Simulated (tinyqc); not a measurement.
# Single-oscillator infrared dielectric function of a polar cubic crystal, step by step

A worked calculation. Computed by tinyqc, a small Python program that keeps every step. Command: `OMP_NUM_THREADS=1 python tinyqc.py 3017514 3017515 out.jsonl infrared walk`. One thread of a shared host (Intel(R) Xeon(R) Processor @ 2.30GHz), about 0.01 s of CPU time with the checks. Intermediate numbers are printed to about 7 digits and carried at full precision; extremes and crossings named in words are read from the listed rows.

One ion pair, charges +Z* and -Z*, in a cell of volume Omega = a^3/4. Frequencies omega are given as wavenumbers (1/cm); eps_s is the static dielectric constant.

Inputs (values chosen for the exercise, modelled on gallium phosphide):
```
quantity,value,unit
lattice constant a,5.451,angstrom
mass M_A,69.72,u
mass M_B,30.97,u
omega_TO,365,1/cm
Born charge Z*,2.05,e
eps_inf,9.36,-
phonon damping gamma,1.8,1/cm
probe frequency / omega_TO,0.744,-
carrier density N,2.5e+17,1/cm^3
carrier mass m*,0.31,m_0
carrier mobility,150,cm^2/(V s)
```

Structure: zinc blende. Free carriers: present.

Constants: nu for 1 eV/(angstrom^2 u) = 15.6333042 THz; 1 THz = 33.35640952 1/cm; e^2/(4 pi eps_0) = 14.39964548 eV angstrom; e = 1.602176634e-19 C; eps_0 = 8.8541878128e-12 F/m; m_0 = 9.1093837015e-31 kg; c = 299792458 m/s.

## LO frequency and static constant from the Born charge

mu = M_A M_B/(M_A + M_B); ionic plasma term W^2 = 4 pi Z*^2 (e^2/(4 pi eps_0))/(Omega mu) in eV/(angstrom^2 u), turned into 1/cm by W = 15.6333042 x 33.35640952 x sqrt(W^2); omega_LO^2 = omega_TO^2 + W^2/eps_inf; eps_s = eps_inf + W^2/omega_TO^2; Szigeti charge 3 Z*/(eps_inf + 2); longitudinal (Callen) charge Z*/eps_inf.

reduced mass mu = 21.44432 u

W = 488.0051 1/cm

omega_LO = 398.3319 1/cm

eps_s = 11.14757

Szigeti charge = 0.5413732 e

Callen charge = 0.2190171 e

omega_LO/omega_TO = 1.091; the ions supply 16 % of eps_s.

## Plasma frequency and its damping

omega_p^2 = N e^2/(eps_0 eps_inf m*), gamma_p = e/(m* x mobility), both divided by 2 pi c (c in cm/s) to give 1/cm. m* is held constant, though in narrow-gap crystals it rises with N at high doping.

omega_p = 87.91079 1/cm

gamma_p = 200.8019 1/cm

Caution: gamma_p is not small against omega_p, so the plasmon is strongly damped and a plasmon-like coupled mode marks no sharp feature.

## Coupled plasmon-LO modes

Without damping eps(omega) = 0 gives omega^4 - (omega_LO^2 + omega_p^2) omega^2 + omega_p^2 omega_TO^2 = 0, with roots L- and L+.

lower coupled mode L- = 80.22864 1/cm

upper coupled mode L+ = 399.9499 1/cm

With omega_p well below omega_LO, L+ is phonon-like and L- is a plasmon screened by eps_s.

## Coupled modes against carrier density

omega_p^2 = N e^2/(eps_0 eps_inf m*), divided by 2 pi c; the limits are omega_p sqrt(eps_inf/eps_s) for L- at small N and omega_p for L+ at large N.

Frequencies (1/cm):
```
N (1/cm^3),omega_p,L-,L+,omega_p sqrt(eps_inf/eps_s)
1.00e+16,17.5822,16.1084,398.3942,16.1109
3.00e+16,30.4532,27.8918,398.5194,27.9049
1.00e+17,55.5997,50.8665,398.9639,50.9472
3.00e+17,96.3014,87.8116,400.2891,88.2431
1.00e+18,175.8216,158.2017,405.6522,161.1091
3.00e+18,304.5319,258.8421,429.4283,279.0491
1.00e+19,555.9967,342.9321,591.7754,509.4716
3.00e+19,963.0145,359.3187,978.2409,882.4308
```

L+ starts at 398.4 (omega_LO = 398.3) and L- ends at 359.3 (omega_TO = 365.0); neither enters the band between omega_TO and omega_LO. omega_p passes omega_LO between N = 3e18 and 1e19 per cm^3, where the modes repel each other. At the lowest N, L- is 1.000 of the plasmon screened by eps_s.

## Optical constants at the probe frequency

eps(omega) = eps_inf + W^2/(omega_TO^2 - omega^2 - i gamma omega) - eps_inf omega_p^2/(omega^2 + i gamma_p omega); n + i k = sqrt(eps) with k >= 0; R = |(n + i k - 1)/(n + i k + 1)|^2 at normal incidence from vacuum. omega is the probe ratio times omega_TO. Intensity decays over 1/(4 pi omega k); the loss function is Im(-1/eps).

omega = 271.56 1/cm

Re eps = 12.72940

Im eps = 0.5018282

n = 3.568522

k = 0.07031319

reflectivity R = 0.3162551

penetration depth of the intensity = 41.67615 micrometre

loss function = 0.003092179

Re eps is positive and k is small against n: the wave propagates.

## Spectrum around the optical phonon

The loss function is Im(-1/eps).

Spectrum:
```
omega (1/cm),Re eps,Im eps,R,Im(-1/eps)
182,10.75415,1.094442,0.2852788,0.009366242
310,15.24309,0.4398605,0.3508142,0.001891504
354,38.84023,2.658025,0.5240069,0.001753744
365,8.943184,362.7087,0.8605545,0.002755358
373,-30.86501,4.745535,0.9485065,0.004866373
382,-9.726941,1.216615,0.9304270,0.01266074
392,-2.650724,0.5927812,0.8225308,0.08034740
398,-0.4545925,0.4525411,0.4572777,1.099875
406,1.477694,0.3484632,0.01417661,0.1511767
422,3.721483,0.2474676,0.1012034,0.01778976
458,5.959640,0.1603258,0.1755112,0.004510755
597,8.110640,0.06646552,0.2306392,0.001010315
996,9.012623,0.01470581,0.2502632,1.810445e-04
```

R peaks among these rows at 373 per cm with 0.95 and is lowest, 0.014, at 406; far above omega_LO it tends to ((sqrt(eps_inf) - 1)/(sqrt(eps_inf) + 1))^2 = 0.257. Im eps is largest at 365 and the loss function at 398: absorption marks the TO mode and the loss function the LO mode. Re eps is negative in some rows, where R averages 0.79.

Checks made by the program: Lyddane-Sachs-Teller relation eps_s/eps_inf = (omega_LO/omega_TO)^2 (relative difference below 1e-10); L- L+ = omega_p omega_TO (relative difference below 1e-10).
